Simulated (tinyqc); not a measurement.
# Anisotropic elasticity and sound waves of a cubic crystal, step by step

A worked calculation. Computed by tinyqc, a small Python program that keeps every step. Command: `OMP_NUM_THREADS=1 python tinyqc.py 3028727 3028728 out.jsonl cubicelastic walk`. One thread of a shared host (Intel(R) Xeon(R) Processor @ 2.30GHz), about 0.01 s of CPU time with the checks. Intermediate numbers are printed to about 7 digits and carried at full precision; extremes and crossings named in words are read from the listed rows.

Voigt order 1..6 = xx, yy, zz, yz, xz, xy, with engineering shear strains. The rotated frame has x' as named, z' along the wafer normal and y' = z' x x'.

Inputs (values chosen for the exercise, modelled on indium phosphide):
```
quantity,value,unit
C11,102.1,GPa
C12,56.35,GPa
C44,45.26,GPa
density rho,4.763,g/cm^3
expansion coefficient of the film,4.6,ppm/K
expansion coefficient of the substrate,5.7,ppm/K
cooling Delta T,300,K
```

Frame: (001) wafer, x' along [210].

wave normal (not normalised): [5, 3.5, 3.2]

## Compliances and anisotropy

S11 = (C11 + C12)/D, S12 = -C12/D, D = (C11 - C12)(C11 + 2 C12), S44 = 1/C44. Zener ratio A = 2 C44/(C11 - C12); S0 = S11 - S12 - S44/2; H = 2 C44 + C12 - C11.

S11 = 16.12378 1/TPa

S12 = -5.734143 1/TPa

S44 = 22.09456 1/TPa

Zener ratio A = 1.978579

S0 = 10.81064 1/TPa

H = 44.77 GPa

## Stiffness in the rotated frame

direction cosines a (rows x', y', z' in the cube axes):
```
,x,y,z
x',0.894427,0.447214,0.000000
y',-0.447214,0.894427,0.000000
z',0.000000,0.000000,1.000000
```

C'_ijkl = C12 delta_ij delta_kl + C44 (delta_ik delta_jl + delta_il delta_jk) - H sum_m a_im a_jm a_km a_lm.

C' (GPa):
```
,1,2,3,4,5,6
1,116.4264,42.0236,56.3500,0.0000,0.0000,10.7448
2,42.0236,116.4264,56.3500,0.0000,0.0000,-10.7448
3,56.3500,56.3500,102.1000,0.0000,0.0000,0.0000
4,0.0000,0.0000,0.0000,45.2600,0.0000,0.0000
5,0.0000,0.0000,0.0000,0.0000,45.2600,0.0000
6,10.7448,-10.7448,0.0000,0.0000,0.0000,30.9336
```

Normal stress couples to shear strain in this frame.

## Moduli along the axes of the frame

Invert C' to S'. E along x' = 1/S'11, along y' = 1/S'22; Poisson ratios nu(x'y') = -S'12/S'11 and nu(x'z') = -S'13/S'11; in-plane shear modulus 1/S'66.

E along x' = 78.96165 GPa

E along y' = 78.96165 GPa

nu(x'y') = 0.1796171

nu(x'z') = 0.4527774

in-plane shear modulus = 27.83020 GPa

E is the same along x' and y'.

## Thermal stress in a film with this orientation

On cooling, a thick substrate imposes eps_1 = eps_2 = (alpha_film - alpha_substrate) Delta T and eps_6 = 0; the free surface sets sigma_3 = sigma_4 = sigma_5 = 0, which fixes eps_3, eps_4, eps_5. Biaxial modulus M = (sigma_1 + sigma_2)/(2 eps); energy density M eps^2. Elastic response and constant coefficients are assumed.

in-plane strain = -0.33 per mille

elastic strain along the normal = 0.3642605 per mille

stress along x' = -31.76242 MPa

stress along y' = -31.76242 MPa

biaxial modulus M = 96.24976 GPa

energy density = 0.01048160 MJ/m^3

The film ends in compression.

## Sound waves along the wave normal

In the cube axes, with unit normal n: G_ij = (C12 + C44) n_i n_j + (C44 - H n_i^2) delta_ij, eigenvalues rho v^2, eigenvectors u (columns, largest component positive). Group velocity V_i = [(C12 + C44)(u.n) u_i + C44 n_i - H u_i^2 n_i]/(rho v); its angle to n has cosine v/|V|.

Christoffel matrix (GPa):
```
,x,y,z
x,75.18209,37.44315,34.23373
y,37.44315,59.92182,23.96361
z,34.23373,23.96361,57.51609
```

phase velocities (m/s): [2424.768, 2703.018, 5220.641]

polarisations:
```
,slow,fast,longitudinal
x,0.7289986,-0.0744807,0.6804511
y,-0.5643580,-0.6279519,0.5358884
z,-0.3873773,0.7746799,0.4998098
```

group speeds (m/s): [2440.460, 2854.244, 5238.739]

angles between V and n (degree): [6.50074, 18.73449, 4.76390]

Energy flows off the wave normal by up to 18.7 degrees, for the fast transverse wave.

## Polycrystal bounds against single-crystal directions

B = (C11 + 2 C12)/3; Voigt G = (C11 - C12 + 3 C44)/5; Reuss G = 5/(4 (S11 - S12) + 3 S44); Hill is their mean; E = 9BG/(3B + G), nu = (3B - 2G)/(6B + 2G). Along <hkl>, with g = 0, 1/4, 1/3: 1/E = S11 - 2 S0 g; for a film with that normal C33 = C11 + 2 H g and M = [6B - (3B - C33) - (3B - C33)^2/C33]/2.

bulk modulus B = 71.6 GPa

Averages:
```
average,G (GPa),E (GPa),nu
Voigt,36.30600,93.17016,0.2831235
Reuss,32.52765,84.74918,0.3027254
Hill,34.41682,88.99159,0.2928501
```

Directions:
```
direction,E (GPa),biaxial modulus M (GPa)
<100>,62.0202,96.2498
<110>,93.2970,136.8803
<111>,112.1493,147.3603
```

The bounds on G differ by 12 %, while E varies by a factor 1.81 with direction; with A above 1 the stiffest axis is <111>. Under a fixed mismatch strain, grains with a <100> normal store the least energy.

Checks made by the program: E along x' against 1/E = S11 - 2 S0 (l^2 m^2 + m^2 n^2 + n^2 l^2) (relative difference below 1e-10); closed form of M against the matrix solution (relative difference below 1e-10).
